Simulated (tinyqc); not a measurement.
Trap density and cross-section from the conductance peak.

Inverse problem. For a continuum of interface traps on an n-type substrate Gp/w peaks at 2 pi f tau = 1.9803 with the height 0.40237 q Dit, and tau = 1/(sn vth Nd exp(psi/Vt)) with psi = ps. Find Dit, tau and sn.

Values chosen for this exercise:
- T = 200 K (temperature)
- Nd = 2.8e15 cm^-3 (donor density)
- ps = -0.072 V (band bending psi)
- vth = 1.9e7 cm/s (thermal velocity)

Constants: q = 1.602176634e-19 C, kB = 1.380649e-23 J/K, Vt = kB T/q. Results are converted to the units shown.

peak Gp/w = 251.42045 nF/cm^2
frequency of the peak = 7713.7198 Hz

Answer. The height gives Dit, the position tau, and tau with the surface density gives sn.

Dit = 3.90e12 cm^-2 eV^-1
tau = 4.09e-5 s
sn = 3.00e-17 cm^2

Computed by the program tinyqc: `OMP_NUM_THREADS=1 python tinyqc.py 2030004 2030005 out.jsonl`, one thread of a shared Intel Xeon 2.30GHz, about 0.01 s for the whole run.
